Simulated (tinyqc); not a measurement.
Threshold-voltage variability of a planar MOSFET, analytic estimates: two steps of the calculation.

Three independent sources add in quadrature: random dopants in the depleted layer, metal-gate grains of two orientations, and roughness of the two gate edges acting through the roll-off VT = VT(long) - Vr exp(-L/l). These are first-order estimates: no three-dimensional electrostatics, no percolation.

Parameters, values chosen for the exercise; material values close to those of silicon: temperature T = 400 K; band gap Eg = 1.11 eV; relative permittivity of the semiconductor eps_r = 11.6; conduction-band density of states at T Nc = 4.39e19 cm^-3; valence-band density of states at T Nv = 4.08e19 cm^-3; channel doping Na = 8.7e17 cm^-3; oxide-equivalent thickness in inversion ti = 2 nm; gate length L = 45 nm; gate width W = 170 nm; metal grain size G = 4 nm; work-function difference of the two grain orientations dW = 0.2 eV; share of the orientation of higher work function p = 0.5; rms roughness of one gate edge De = 1 nm; correlation length of the roughness La = 10 nm; decay length of the threshold roll-off l = 7.6 nm; prefactor of the roll-off Vr = 2.3 V.

Constants: q = 1.602176634e-19 C, kB = 1.380649e-23 J/K, Vt = kB T/q, eps0 = 8.8541878128e-14 F/cm where lengths are in cm. Results are converted to the units shown.

Question 1. Random dopants. ni = sqrt(Nc Nv) exp(-Eg/(2 Vt)), Eg in volts; Cox = 3.9 eps0/ti; Wd = sqrt(4 eps0 eps_r Vt ln(Na/ni)/(q Na)); dopants: s1 = (q/Cox) sqrt(Na Wd/(3 L W)). The slope A1 = s1 sqrt(L W); mean number of dopants Na L W Wd.

Give: Cox; Wd; mean number of dopants; A1; s1.

Answer 1.

Cox = 1.7266 uF/cm^2
Wd = 35.230 nm
mean number of dopants = 234.47
A1 = 0.93796 mV um
s1 = 10.724 mV

Counting alone, 1/sqrt(N) of the depletion voltage q Na Wd/Cox = 284 mV, would give sqrt(3) times more: dopants deep in the layer act less on the surface.

Question 2. Metal grains and edge roughness. Grains: Ng = L W/G^2 (at least 1), s2 = dW sqrt(p (1 - p)/Ng). Edges, with exponential correlation and u = W/La: the mean gate length has sL^2 = 2 De^2 (2/u)[1 - (1 - exp(-u))/u]; s3 = sL (Vr/l) exp(-L/l).

Wanted: Ng; s2; sL; dVT/dL; s3.

Answer 2.

Ng = 478.12
s2 = 4.5733 mV
sL = 0.47059 nm
dVT/dL = 0.81177 mV/nm
s3 = 0.38201 mV

tinyqc, about 0.01 s, one thread, Intel Xeon 2.30GHz (shared host): `OMP_NUM_THREADS=1 python tinyqc.py 2090039 2090040 out.jsonl`
